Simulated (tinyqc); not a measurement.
Worked calculation: Hueckel theory of the pi electrons with the omega technique, for the molecule NC1=CC=C1C=O (SMILES; centres numbered as the heavy atoms are written). Computed by tinyqc, a small Python program that keeps every step. Settings: charge = 0, omega = 0.6, damping = 0. Command: `OMP_NUM_THREADS=1 python tinyqc.py 29987 29988 out.jsonl` (the two numbers bound the seeds that draw the settings). One thread of a shared host (Intel(R) Xeon(R) Processor @ 2.60GHz), about 0.01 s of CPU time with the checks.

Centres:
```
centre  z_r, pi electrons of the neutral centre         h
1N                                            2  1.500000
2C                                            1  0.000000
3C                                            1  0.000000
4C                                            1  0.000000
5C                                            1  0.000000
6C                                            1  0.000000
7O                                            1  1.000000
```

Bonds:
```
i  j         k
1  2  0.800000
2  3         1
3  4         1
4  5         1
5  6         1
6  7         1
5  2         1
```

Each round sets h_r = h_r(0) + omega (z_r - P_rr), keeping the share named as damping of the old diagonal; repeat until output and input diagonals agree to 1e-6.

Rounds:
```
round    sum n x  largest |h(out) - h(in)|
1      11.637542                  4.35e-01
2      11.213528                  9.53e-02
3      11.331534                  7.89e-02
4      11.265511                  5.25e-02
5      11.297230                  3.89e-02
6      11.275326                  2.70e-02
7      11.289036                  1.95e-02
8      11.279005                  1.36e-02
9      11.285791                  9.75e-03
10     11.280867                  6.87e-03
11     11.284284                  4.89e-03
12     11.281831                  3.45e-03
13     11.283552                  2.45e-03
14     11.282324                  1.74e-03
15     11.283190                  1.23e-03
16     11.282574                  8.72e-04
17     11.283010                  6.18e-04
18     11.282700                  4.38e-04
19     11.282919                  3.10e-04
20     11.282764                  2.20e-04
21     11.282874                  1.56e-04
22     11.282796                  1.10e-04
23     11.282851                  7.83e-05
24     11.282812                  5.55e-05
25     11.282840                  3.93e-05
26     11.282820                  2.79e-05
27     11.282834                  1.98e-05
28     11.282824                  1.40e-05
29     11.282831                  9.92e-06
30     11.282826                  7.03e-06
31     11.282830                  4.98e-06
32     11.282827                  3.53e-06
33     11.282829                  2.50e-06
34     11.282828                  1.77e-06
35     11.282829                  1.26e-06
36     11.282828                  8.90e-07
```

Can the last value be used, and what does the course show?

Yes. Converged in 36 rounds.
